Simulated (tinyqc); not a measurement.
Worked calculation: q-state Potts model on a small periodic square lattice: enumeration, Metropolis, heat-bath and Wolff steps. Computed by tinyqc, a small Python program that keeps every step. Command: `OMP_NUM_THREADS=1 python tinyqc.py 3111680 3111681 out.jsonl potts walk`. One thread of a shared host (Intel(R) Xeon(R) Processor @ 2.30GHz), about 0.04 s of CPU time with the checks. Intermediate numbers are printed to about 6 digits and carried at full precision; extremes and crossings named in words are read from the listed rows.

E = -J x (number of nearest-neighbour bonds with equal states); n x n sites with periodic edges have 2 n^2 bonds. Order parameter m = (q f - 1)/(q - 1), f being the largest share of one state. Sites are numbered row by row from 0. Here q = 3 and n = 3.

Inputs (values chosen for the exercise, for a model of domains or grain orientations): number of states q = 3; edge n = 3; coupling J = 64 meV; temperature T = 526 K; seed = 531063.

Update: Metropolis.

Constants: k_B = 8.617333262e-05 eV/K.

## Scales

K = J/(k_B T); the infinite square lattice orders at K_c = ln(1 + sqrt(q)); Wolff bond probability p = 1 - exp(-K).

K = 1.41196

K_c = 1.00505

T_c of the infinite lattice = 738.956 K

p = 0.756334

## Density of states

All q^(n^2) states are counted by their number b of equal bonds; weights g(b) exp(K b), K = J/(k_B T). Per site: u = -J <b>/n^2, c/k_B = K^2 (<b^2> - <b>^2)/n^2.

States by number of equal bonds:
```
b   g(b)  probability
0     12  3.39504e-11
2    540  2.57316e-08
3    936  1.83043e-07
4   3240  2.60033e-06
5   3996  1.31618e-05
6   3348  4.52563e-05
7   3240  1.79739e-04
8   2592  5.90117e-04
9    660  6.16669e-04
10   810  3.10598e-03
11   108  1.69958e-03
12   144  9.30005e-03
14    54  5.87390e-02
18     3  9.25708e-01
```

The most probable level has b = 18 of 18 bonds.

## Exact averages

ln Z = ln sum g(b) exp(K b); entropy per site s/k_B = (ln Z - K <b>)/n^2.

<b> = 17.6583

energy u = -125.570 meV/site

heat capacity c = 0.349980 k_B/site

entropy s = 0.184250 k_B/site

## Order parameter

The same sums with m: <m> and the Binder ratio U = 1 - <m^4>/(3 <m^2>^2).

<m> = 0.983644

Binder ratio U = 0.662603

## Eight single-site steps

start states:
```
[[1, 0, 2],
 [1, 1, 1],
 [1, 2, 0]]
```

random numbers, one row a step:
```
[[0.5669, 0.4608, 0.0597],
 [0.7499, 0.8651, 0.8201],
 [0.2887, 0.0335, 0.4866],
 [0.7336, 0.8037, 0.5291],
 [0.5937, 0.3322, 0.0590],
 [0.3499, 0.2507, 0.1794],
 [0.0607, 0.0712, 0.0542],
 [0.4233, 0.1564, 0.7259]]
```

Site = floor(r1 n^2). Trial state = (old + 1 + floor(r2 (q - 1))) mod q; it is accepted if r3 < min(1, exp(K db)), db the change in equal bonds.

Steps:
```
site  old  trial  db  acceptance  new
5       1      2  -1     0.24367    2
6       1      0  -1     0.24367    1
2       2      0   1     1.00000    0
6       1      0  -1     0.24367    1
5       2      0   2     1.00000    0
3       1      2  -3     0.01447    1
0       1      2  -2     0.05937    2
3       1      2  -1     0.24367    1
```

states afterwards:
```
[[2, 0, 0],
 [1, 1, 0],
 [1, 2, 0]]
```

## A longer run and its error bar

After 400 updates are discarded, b is recorded for 4000 sweeps of n^2 steps of the update named (random numbers not printed, so these rows are one sample). Records are averaged in blocks; the error is the scatter of block means over sqrt(number of blocks), and the last column its square over that for single records.

Blocking:
```
block length  mean b      error  variance ratio
1             17.664  0.0199781         1.00000
4             17.664  0.0340112         2.89824
16            17.664  0.0474095         5.63145
40            17.664  0.0492895         6.08695
100           17.664  0.0582741         8.50827
```

The run gives 17.664 +/- 0.049 (blocks of 40) against the exact 17.658, a difference of 0.1 error bars. Single records understate the error by a factor of about 2.5, because successive records are correlated.

## Across the transition

m and U = 1 - <m^4>/(3 <m^2>^2) from the same sums; K = K_c T_c/T.

Exact values for this lattice:
```
T/T_c  share of equal bonds  c (k_B/site)       <m>         U
0.50               0.998601       0.04719  0.998909  0.666444
0.70               0.982993       0.32242  0.985444  0.663094
0.85               0.943806       0.75234  0.947663  0.651693
0.95               0.898668       1.05149  0.900833  0.635291
1.00               0.871061       1.16200  0.871111  0.623767
1.10               0.810163       1.25683  0.803462  0.594241
1.25               0.719837       1.12255  0.699092  0.538551
1.50               0.606977       0.69923  0.563549  0.444315
2.00               0.497909       0.26539  0.429633  0.331377
3.00               0.425694       0.07972  0.343875  0.269760
```

c is largest, 1.26 k_B, at T/T_c = 1.1: on so small a lattice the transition is a broad bump. At T_c the infinite lattice has a share (1 + 1/sqrt(q))/2 = 0.789 of equal bonds, against 0.871 here. <m> stays at 0.34 at 3 T_c, since the largest share among 9 sites always exceeds 1/q on average.

Checks made by the program: number of states (relative difference below 1e-10).
